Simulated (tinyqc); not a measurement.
Thermal, flicker and telegraph noise of a field-effect transistor: one step, computed by the program tinyqc.

Strong inversion, threshold roll-off and channel-length modulation left out; noise sources are uncorrelated and are given as one-sided spectral densities.

Problem. Thermal noise and corner. C_ox = 3.9 eps_0/t; V_c = 2 v_s L/mu; I = W C_ox v_s V_ov^2/(V_ov + V_c); g_m = W C_ox v_s V_ov (V_ov + 2 V_c)/(V_ov + V_c)^2; g_d0 = mu C_ox (W/L) V_ov. Thermal: S_I = 4 k_B T gamma g_d0; input-referred S_V = S_I/g_m^2; corner f_c where flicker equals thermal. Total input noise from 1 Hz to f_c: sqrt(S_V,thermal [f_c ln(f_c/1 Hz) + f_c - 1 Hz]).

Inputs (values chosen for the exercise, modelled on a high-k silicon transistor): width W = 13 micrometre; length L = 670 nm; electrical oxide thickness t = 5.2 nm; mobility mu = 120 cm^2/(V s); saturation velocity v_s = 0.95 1e7 cm/s; overdrive V_ov = 0.69 V; thermal noise factor gamma = 0.667; frequency f = 8000 Hz; temperature T = 300 K.

Operating region: saturation. Flicker model: number with correlated mobility.

g_m = 971.1215 microsiemens

flicker S_I = 1.231446e-21 A^2/Hz

drain current I = 345.5897 microampere

Constants: k_B = 1.380649e-23 J/K; eps_0 = 8.8541878128e-12 F/m; e = 1.602176634e-19 C.

Give: thermal S_I; input-referred thermal noise; corner frequency f_c; input noise up to f_c; full shot noise 2eI over thermal S_I.

Solution.

thermal S_I = 1.179e-23 A^2/Hz

input-referred thermal noise = 3.536 nV/sqrt(Hz)

corner frequency f_c = 8.356e+05 Hz

input noise up to f_c = 12.36 microvolt

full shot noise 2eI over thermal S_I = 9.393

At f the noise is flicker dominated (f_c/f = 104).
